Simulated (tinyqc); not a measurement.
## Doping from the ideality factor

Question. For thermionic-field emission over a Schottky barrier the ideality factor is n = u coth(u) with u = E00/Vt and E00 = (hbar/2) sqrt(Nd/(me m0 eps0 eps_r)) in SI units (volts). Find u, E00 and Nd.

Inputs (values chosen for the exercise); band and dielectric values close to those of cadmium telluride:
```
symbol,value,unit,meaning
T,300,K,temperature
me,0.101,m0,electron mass
eps_r,10,,relative permittivity
```

Constants: q = 1.602176634e-19 C, kB = 1.380649e-23 J/K, eps0 = 8.8541878128e-12 F/m, hbar = 1.054571817e-34 J s, m0 = 9.1093837015e-31 kg, Vt = kB T/q. Results are converted to the units shown.

n = 3.4344138

Answer. u coth(u) rises steadily from 1, so n fixes u; the definition of E00 then gives Nd.

u = 3.427
E00 = 88.60 meV
Nd = 2.300e19 cm^-3

tinyqc, about 0.04 s, one thread, Intel Xeon 2.30GHz (shared host): `OMP_NUM_THREADS=1 python tinyqc.py 2640076 2640077 out.jsonl`
